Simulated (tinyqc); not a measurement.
MOSFET in the linear regime without short-channel effects, parameter extraction from computed curves: extraction methods against the temperature.

Inversion charge Q = Cox n Vt W0(exp((Vg - VT)/(n Vt))), W0 the Lambert function and n = nf; u = Q/Cox; mobility mu = mu0/(1 + th1 u + th2 u^2); channel resistance Rch = (L - dL)/(W mu Q); Id = Vd/(Rch + Rsd/W). Cox = eps0 eox/tox. Small Vd, no channel-length or drain effects.

From the continuous curve Id(Vg): tangent at peak gm (V_ext = Vg - Id/gm); constant current Id = 0.1 uA W/L; peak of d2Id/dVg2; Y = Id/sqrt(gm) drawn through Vg = VT + 0.6 and VT + 0.8 V, with intercept VT_Y and slope s. Mobilities gm,max L/(W Cox Vd) and s^2 L/(W Cox Vd) with the drawn L. Last column: share of Rsd/W in the total resistance at VT + 0.8 V.

Values chosen for this exercise; channel values of the order met in silicon transistors: relative permittivity of the gate insulator (close to silicon dioxide) eox = 3.9; insulator thickness tox = 5.6 nm; low-field mobility mu0 = 160 cm^2/(V s); first mobility attenuation factor th1 = 0.46 1/V; second mobility attenuation factor th2 = 0 1/V^2; threshold voltage VT = 0.63 V; body factor nf = 1.38; gate width W = 1 um; drawn gate length L = 0.38 um; drawn less effective length dL = 0.007 um; source plus drain resistance Rsd = 130 ohm um; drain voltage Vd = 0.05 V.

Constants: q = 1.602176634e-19 C, kB = 1.380649e-23 J/K, Vt = kB T/q, eps0 = 8.8541878128e-14 F/cm where lengths are in cm. Results are converted to the units shown.

Result of one run:
```
T (K)	V_ext (V)	constant current (V)	second derivative (V)	VT_Y (V)	mobility from gm (cm^2/(V s))	mobility from Y (cm^2/(V s))	series share (%)
450	0.622	0.598	0.612	0.674	107	136	1.72
```

What becomes of these results when the temperature T is changed from 450 to 300 K, all else the same?

Result of the changed run:
```
T (K)	V_ext (V)	constant current (V)	second derivative (V)	VT_Y (V)	mobility from gm (cm^2/(V s))	mobility from Y (cm^2/(V s))	series share (%)
300	0.633	0.630	0.619	0.676	115	145	1.78
```

The whole series:
```
T (K)	V_ext (V)	constant current (V)	second derivative (V)	VT_Y (V)	mobility from gm (cm^2/(V s))	mobility from Y (cm^2/(V s))	series share (%)
77	0.637	0.657	0.628	0.655	136	159	1.90
110	0.638	0.656	0.627	0.661	131	157	1.88
150	0.638	0.652	0.625	0.667	127	154	1.85
220	0.637	0.643	0.623	0.673	120	150	1.81
300	0.633	0.630	0.619	0.676	115	145	1.78
370	0.628	0.616	0.616	0.676	111	141	1.75
450	0.622	0.598	0.612	0.674	107	136	1.72
```

The model has VT = 0.63 V and mu0 = 160 cm^2/(V s). Over the table the extracted thresholds move by 16 mV (tangent), 60 mV (constant current), 16 mV (second derivative), 21 mV (Y function). The mobility from gm falls from 136 to 107 and that from Y falls from 159 to 136 cm^2/(V s).

Computed by the program tinyqc: `OMP_NUM_THREADS=1 python tinyqc.py 2210130 2210131 out.jsonl`, one thread of a shared Intel Xeon 2.30GHz, about 0.01 s for the whole run.
